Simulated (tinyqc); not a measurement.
Rise against time: self-heating of a transistor with one or more fingers, with temperature-dependent conductivity. Computed by tinyqc, a small Python program. Command: `OMP_NUM_THREADS=1 python tinyqc.py 3025608 3025609 out.jsonl selfheat walk`. One thread of a shared host (Intel(R) Xeon(R) Processor @ 2.30GHz), about 0.07 s of CPU time with the checks.

N long parallel fingers lie on the top face of a slab whose bottom is held at T_0; the top is otherwise insulated, and heat flows in two dimensions. P in W/mm is 1000 P in W/m.

Inputs (values chosen for the exercise, modelled on sapphire): conductivity at the base temperature kappa_0 = 34 W/(m K); power per gate width P = 0.49 W/mm; fingers N = 5; finger pitch s = 34 micrometre; width of the heat source w = 0.16 micrometre; substrate thickness t = 80 micrometre; heat capacity C = 3.2 1e6 J/(m^3 K); pulse length = 0.14 microsecond.

Power: fixed power.

Method:
- A line source of power P on the top face raises the top at distance x by (P/(pi kappa_0)) g(x), g(x) = -ln tanh(pi x/(4 t)) (the image sum for the slab). On a strip of width w the centre sees the mean of g over the strip, g_0 = 1 + ln(8 t/(pi w)) for w much below t.
- theta_i = (P/(pi kappa_0)) [g_0 + sum over j != i of g(|i - j| s)], with equal powers and constant conductivity; thermal resistance = largest theta/P.
- After switching on, theta(tau) = (P D/kappa_0) int_0^tau X(u) Z(u) du at the hottest finger, D = kappa_0/C; X = sum over fingers at distance x of [erf((x + w/2)/r) - erf((x - w/2)/r)]/(2 w), Z = sum_(j=-200..200) (-1)^j exp(-(2 j t/r)^2)/sqrt(pi D u), r = 2 sqrt(D u); trapezoid rule on 300 points evenly spaced in ln u from u_0 = 1e-3 min(tau, w^2/D) to tau, plus the exact piece 2 sqrt(u_0/(pi D))/w below u_0. Conductivity and power are held at their base values here, and Fourier's law is used even where the diffusion length is near a phonon free path.

diffusivity D = 10.625 micrometre^2/microsecond

theta of each finger (K): [46.9379, 51.5013, 52.7276, 51.5013, 46.9379]

largest theta = 52.7276 K

Heating curve:
```
time (microsecond)  sqrt(D time) (micrometre)  rise (K)  share of the steady rise
6.00e-04                             0.079844    6.6192                    0.1255
0.006                                 0.25249    11.735                    0.2226
0.06                                  0.79844    16.999                    0.3224
0.6                                    2.5249    22.279                    0.4225
6                                      7.9844    27.569                    0.5229
30                                     17.854    32.459                    0.6156
120                                    35.707     40.74                    0.7726
360                                    61.847    49.164                    0.9324
900                                    97.788    52.437                    0.9945
```

What does the comparison show, and why?

Half the steady rise is reached between 0.60 and 6.0 microseconds, and the last row holds 99.5 % of it; the slowest time constant is 4 t^2/(pi^2 D) = 244 microseconds. While the diffusion length lies between w and the pitch or thickness, the rise grows as the logarithm of time; once it nears the pitch of 34 micrometre the neighbours add their heat.

Extremes, crossings and ranges named in words are read from the listed rows.
